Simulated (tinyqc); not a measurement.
# Isotype n-N heterojunction, non-linear Poisson equation by Newton steps, Fermi-Dirac statistics, step by step

Computed by the program tinyqc: `OMP_NUM_THREADS=1 python tinyqc.py 2040032 2040033 out.jsonl`, one thread of a shared Intel Xeon 2.30GHz, about 0.08 s for the whole run. Printed values are rounded.

One dimension, material 1 (n-type) at x < 0 and material 2 (n-type) at x > 0. Band edges: Ec = -psi in material 1 and -psi + dEc in material 2, Ev = Ec - Eg. Equilibrium, Fermi level at 0. n = Nc F((EFn - Ec)/Vt), p = Nv F((Ev - EFp)/Vt), with F(eta) = F_1/2(eta) = (2/sqrt(pi)) int_0^infinity sqrt(u) du/(1 + exp(u - eta)) (Fermi-Dirac statistics); full ionisation, no interface charge, classical densities; the doping types are chosen for the exercise.

Parameters, values chosen for the exercise; band and dielectric values those of a made-up pair: temperature T = 300 K; band gap of material 1 Eg1 = 1.77 eV; relative permittivity of material 1 er1 = 9.85; conduction-band density of states of material 1 Nc1 = 7.55e17 cm^-3; valence-band density of states of material 1 Nv1 = 1.98e19 cm^-3; band gap of material 2 Eg2 = 2.34 eV; relative permittivity of material 2 er2 = 8.68; conduction-band density of states of material 2 Nc2 = 2.25e18 cm^-3; valence-band density of states of material 2 Nv2 = 1.58e19 cm^-3; conduction-band offset Ec2 - Ec1 dEc = -0.21 eV; donor density of material 1 N1 = 1.7e16 cm^-3; donor density of material 2 N2 = 5.1e17 cm^-3; bias of side 1 against side 2 V = 0 V.

Constants: q = 1.602176634e-19 C, kB = 1.380649e-23 J/K, Vt = kB T/q, eps0 = 8.8541878128e-14 F/cm where lengths are in cm. Results are converted to the units shown.

## Offsets and end potentials

dEv = Ev1 - Ev2 = Eg2 - Eg1 - dEc. Neutrality of the majority carriers far from the junction: Nc1 F(psi_L/Vt) = N1 and Nc2 F((V + psi_R - dEc)/Vt) = N2. Total bending psi_R - psi_L.

dEv = 0.78 eV
psi_L = -0.0978639 V
psi_R = -0.246306 V
psi_R - psi_L = -0.148442 V

The alignment is staggered (type II): dEc and dEv have opposite signs.

## Permittivity of the intervals

| node | x (nm) |
|---|---|
| 0 | -341 |
| 1 | -178 |
| 2 | -91.4 |
| 3 | -45.6 |
| 4 | -21.4 |
| 5 | -8.6 |
| 6 | -1.8 |
| 7 | 1.8 |
| 8 | 6.06 |
| 9 | 11.1 |
| 10 | 17 |
| 11 | 24.1 |
| 12 | 32.4 |
| 13 | 42.2 |

er1 or er2; the interface lies midway in its interval, which gets the series value 2 er1 er2/(er1 + er2).

| interval | eps_r |
|---|---|
| 0 | 9.85 |
| 1 | 9.85 |
| 2 | 9.85 |
| 3 | 9.85 |
| 4 | 9.85 |
| 5 | 9.85 |
| 6 | 9.22806 |
| 7 | 8.68 |
| 8 | 8.68 |
| 9 | 8.68 |
| 10 | 8.68 |
| 11 | 8.68 |
| 12 | 8.68 |

## Couplings between neighbouring nodes

a_i = eps0 eps_r/h_i for the interval from node i to i + 1, with h_i = x_(i+1) - x_i in cm.

| interval | coupling a_i (F/cm^2) |
|---|---|
| 0 | 5.35054e-8 |
| 1 | 1.00709e-7 |
| 2 | 1.90423e-7 |
| 3 | 3.60387e-7 |
| 4 | 6.81357e-7 |
| 5 | 1.28256e-6 |
| 6 | 2.26964e-6 |
| 7 | 1.80409e-6 |
| 8 | 1.52489e-6 |
| 9 | 1.30262e-6 |
| 10 | 1.08246e-6 |
| 11 | 9.25956e-7 |
| 12 | 7.84228e-7 |

## Starting potential

| node | material |
|---|---|
| 0 | 1 |
| 1 | 1 |
| 2 | 1 |
| 3 | 1 |
| 4 | 1 |
| 5 | 1 |
| 6 | 1 |
| 7 | 2 |
| 8 | 2 |
| 9 | 2 |
| 10 | 2 |
| 11 | 2 |
| 12 | 2 |
| 13 | 2 |

psi_L + (psi_R - psi_L)(1 + tanh(x/s))/2 on the inner nodes with s = 32 nm, psi_L and psi_R on the ends.

| node | psi at the start (V) |
|---|---|
| 0 | -0.097864 |
| 1 | -0.097866 |
| 2 | -0.098353 |
| 3 | -0.105981 |
| 4 | -0.128728 |
| 5 | -0.152605 |
| 6 | -0.167915 |
| 7 | -0.176256 |
| 8 | -0.185975 |
| 9 | -0.196845 |
| 10 | -0.208182 |
| 11 | -0.219365 |
| 12 | -0.228997 |
| 13 | -0.246306 |

## Iteration 1: densities, residual and Jacobian diagonal

n_i = Nc F(a_n), a_n = (V - Ec_i)/Vt; p_i = Nv F(a_p), a_p = (Ec_i - Eg)/Vt; rho_i = p_i - n_i + C_i with C = +N1 or +N2; g_i = (Nc F'(a_n) + Nv F'(a_p))/Vt with F' = F_-1/2(eta) = (1/sqrt(pi)) int_0^infinity u^(-1/2) du/(1 + exp(u - eta)). Box widths w_i = (h_(i-1) + h_i)/2 in cm. Residual F_i = a_i (psi_(i+1) - psi_i) - a_(i-1) (psi_i - psi_(i-1)) + q rho_i w_i; Jacobian: a_(i-1) and a_i beside the diagonal, b_i = -a_(i-1) - a_i - q g_i w_i on it. The two end nodes are fixed.

| node | n (cm^-3) | p (cm^-3) |
|---|---|---|
| 0 | 1.7e16 | 1.60700e-9 |
| 1 | 1.69986e16 | 1.60714e-9 |
| 2 | 1.66840e16 | 1.63768e-9 |
| 3 | 1.24456e16 | 2.19976e-9 |
| 4 | 5.18028e15 | 5.30291e-9 |
| 5 | 2.06005e15 | 1.33544e-8 |
| 6 | 1.13992e15 | 2.41443e-8 |
| 7 | 4.29745e18 | 2.09656e-21 |
| 8 | 3.38437e18 | 3.05342e-21 |
| 9 | 2.53011e18 | 4.64942e-21 |
| 10 | 1.81945e18 | 7.20839e-21 |
| 11 | 1.28243e18 | 1.11098e-20 |
| 12 | 9.32723e17 | 1.61261e-20 |
| 13 | 5.1e17 | 3.14996e-20 |

| node | residual F (C/cm^2) | diagonal b (F/cm^2) |
|---|---|---|
| 1 | -4.60449e-11 | -1.45859e-6 |
| 2 | -1.06839e-9 | -9.70330e-7 |
| 3 | -4.19133e-9 | -8.19207e-7 |
| 4 | -4.56727e-9 | -1.10099e-6 |
| 5 | -1.02117e-9 | -1.97641e-6 |
| 6 | 2.02556e-9 | -3.55587e-6 |
| 7 | -2.37082e-7 | -1.04481e-5 |
| 8 | -2.13186e-7 | -9.78450e-6 |
| 9 | -1.75231e-7 | -9.01746e-6 |
| 10 | -1.33707e-7 | -8.11273e-6 |
| 11 | -9.21068e-8 | -7.11518e-6 |
| 12 | -6.59482e-8 | -6.27952e-6 |

## Iteration 1: Newton step

Solve the tridiagonal system a_(i-1) d_(i-1) + b_i d_i + a_i d_(i+1) = -F_i for nodes 1 to 12, with d = 0 on fixed nodes. Each component d is damped to sign(d) Vt ln(1 + |d|/Vt) before it is added.

| node | Newton step d, before damping (V) |
|---|---|
| 1 | -0.0003850 |
| 2 | -0.0051195 |
| 3 | -0.0202728 |
| 4 | -0.0317476 |
| 5 | -0.0338745 |
| 6 | -0.0345383 |
| 7 | -0.0358617 |
| 8 | -0.0328222 |
| 9 | -0.0283731 |
| 10 | -0.0234694 |
| 11 | -0.0182322 |
| 12 | -0.0131906 |

| node | psi after iteration 1 (V) |
|---|---|
| 0 | -0.097864 |
| 1 | -0.098248 |
| 2 | -0.103024 |
| 3 | -0.120948 |
| 4 | -0.149439 |
| 5 | -0.174253 |
| 6 | -0.189848 |
| 7 | -0.198750 |
| 8 | -0.207164 |
| 9 | -0.215995 |
| 10 | -0.224881 |
| 11 | -0.233162 |
| 12 | -0.239655 |
| 13 | -0.246306 |

## Iteration 2: densities, residual and Jacobian diagonal

As before.

| node | n (cm^-3) | p (cm^-3) |
|---|---|---|
| 0 | 1.7e16 | 1.60700e-9 |
| 1 | 1.67510e16 | 1.63107e-9 |
| 2 | 1.39441e16 | 1.96199e-9 |
| 3 | 6.99331e15 | 3.92479e-9 |
| 4 | 2.32814e15 | 1.18151e-8 |
| 5 | 8.92161e14 | 3.08529e-8 |
| 6 | 4.88129e14 | 5.64010e-8 |
| 7 | 2.39819e18 | 5.00489e-21 |
| 8 | 1.87611e18 | 6.93010e-21 |
| 9 | 1.42837e18 | 9.75225e-21 |
| 10 | 1.07056e18 | 1.37524e-20 |
| 11 | 8.09318e17 | 1.89451e-20 |
| 12 | 6.45802e17 | 2.43542e-20 |
| 13 | 5.1e17 | 3.14996e-20 |

| node | residual F (C/cm^2) | diagonal b (F/cm^2) |
|---|---|---|
| 1 | 3.74234e-11 | -1.43974e-6 |
| 2 | 3.08926e-10 | -8.59511e-7 |
| 3 | -1.24307e-9 | -7.02009e-7 |
| 4 | -2.29073e-9 | -1.06841e-6 |
| 5 | -5.65593e-10 | -1.96933e-6 |
| 6 | 1.17438e-9 | -3.55377e-6 |
| 7 | -1.13867e-7 | -8.34943e-6 |
| 8 | -1.00065e-7 | -7.52613e-6 |
| 9 | -7.85922e-8 | -6.79468e-6 |
| 10 | -5.57669e-8 | -6.08363e-6 |
| 11 | -3.39745e-8 | -5.43863e-6 |
| 12 | -1.88945e-8 | -5.00102e-6 |

## Iteration 2: Newton step

As before.

| node | Newton step d, before damping (V) |
|---|---|
| 1 | -0.0001639 |
| 2 | -0.0027149 |
| 3 | -0.0137899 |
| 4 | -0.0219779 |
| 5 | -0.0238069 |
| 6 | -0.0244381 |
| 7 | -0.0253291 |
| 8 | -0.0233642 |
| 9 | -0.0197266 |
| 10 | -0.0152127 |
| 11 | -0.0102407 |
| 12 | -0.0056742 |

| node | psi after iteration 2 (V) |
|---|---|
| 0 | -0.097864 |
| 1 | -0.098412 |
| 2 | -0.105605 |
| 3 | -0.132000 |
| 4 | -0.165345 |
| 5 | -0.191129 |
| 6 | -0.207051 |
| 7 | -0.216406 |
| 8 | -0.223808 |
| 9 | -0.230655 |
| 10 | -0.236844 |
| 11 | -0.241789 |
| 12 | -0.244785 |
| 13 | -0.246306 |

## Course of the Newton iteration

Stop when the largest undamped |d| is below 1e-9 V, or after 80 iterations.

Course of the iteration:

| iteration | largest \|F\| (C/cm^2) | largest \|d\| (V) | at node |
|---|---|---|---|
| 1 | 2.37e-7 | 0.0359 | 7 |
| 2 | 1.14e-7 | 0.0253 | 7 |
| 3 | 4.88e-8 | 0.0159 | 7 |
| 4 | 1.66e-8 | 7.10e-3 | 7 |
| 5 | 3.27e-9 | 1.52e-3 | 7 |
| 6 | 1.65e-10 | 7.11e-5 | 7 |
| 7 | 4.07e-13 | 1.54e-7 | 7 |
| 8 | 2.12e-18 | 7.08e-13 | 7 |

Converged in 8 iterations. Once the step is below 0.1 Vt, 3 more iteration(s) reach the threshold: near the solution the error is roughly squared each time.

## Band edges, densities and displacement

| node | converged psi (V) |
|---|---|
| 0 | -0.097864 |
| 1 | -0.098540 |
| 2 | -0.107547 |
| 3 | -0.141730 |
| 4 | -0.181364 |
| 5 | -0.209428 |
| 6 | -0.226390 |
| 7 | -0.236595 |
| 8 | -0.242148 |
| 9 | -0.244740 |
| 10 | -0.245798 |
| 11 | -0.246171 |
| 12 | -0.246278 |
| 13 | -0.246306 |

Ec, Ev, n and p as defined; D = a_k (psi_(k+1) - psi_k) on the interval that holds the interface.

| node | Ec (eV) | Ev (eV) | n (cm^-3) | p (cm^-3) |
|---|---|---|---|---|
| 0 | 0.097864 | -1.67214 | 1.7e16 | 1.60700e-9 |
| 1 | 0.098540 | -1.67146 | 1.65645e16 | 1.64959e-9 |
| 2 | 0.107547 | -1.66245 | 1.17181e16 | 2.33712e-9 |
| 3 | 0.141730 | -1.62827 | 3.13584e15 | 8.76859e-9 |
| 4 | 0.181364 | -1.58864 | 6.77681e14 | 4.06216e-8 |
| 5 | 0.209428 | -1.56057 | 2.28908e14 | 1.20286e-7 |
| 6 | 0.226390 | -1.54361 | 1.18776e14 | 2.31828e-7 |
| 7 | 0.026595 | -2.31340 | 7.18735e17 | 2.16357e-20 |
| 8 | 0.032148 | -2.30785 | 5.91424e17 | 2.68200e-20 |
| 9 | 0.034740 | -2.30526 | 5.39369e17 | 2.96482e-20 |
| 10 | 0.035798 | -2.30420 | 5.19359e17 | 3.08868e-20 |
| 11 | 0.036171 | -2.30383 | 5.12473e17 | 3.13355e-20 |
| 12 | 0.036278 | -2.30372 | 5.10524e17 | 3.14647e-20 |
| 13 | 0.036306 | -2.30369 | 5.1e17 | 3.14996e-20 |

D = -23.1614 nC/cm^2

## Check against the first integral

Exact first integral: on each side D^2/(2 eps0 er) = G, G = q [Vt (nI_j - nI_b) + Vt (pI_j - pI_b) - C (psi_j - psi_b)], with C = +N1 or +N2, b the neutral end of that side, and nI, pI the densities with F_1/2 replaced by F_3/2(eta) = (4/(3 sqrt(pi))) int_0^infinity u^(3/2) du/(1 + exp(u - eta)). D is continuous, so er1 G1(psi_j) = er2 G2(psi_j) fixes psi_j. Ends from Nc1 F(psi_L/Vt) = N1 and Nc2 F((V + psi_R - dEc)/Vt) = N2. D is counted positive when psi rises towards material 2.

psi_j = -0.232309 V
D = -22.7179 nC/cm^2
psi_j - psi_L = -0.134445 V
psi_R - psi_j = -0.0139976 V
Ec1 - EFn at the interface = 0.232309 eV
Ec2 - EFn at the interface = 0.0223087 eV

Material 1 takes 90.6 % of the bending. The 14-node mesh gave D = -23.16 nC/cm^2, 2.0 % above the exact value in size.
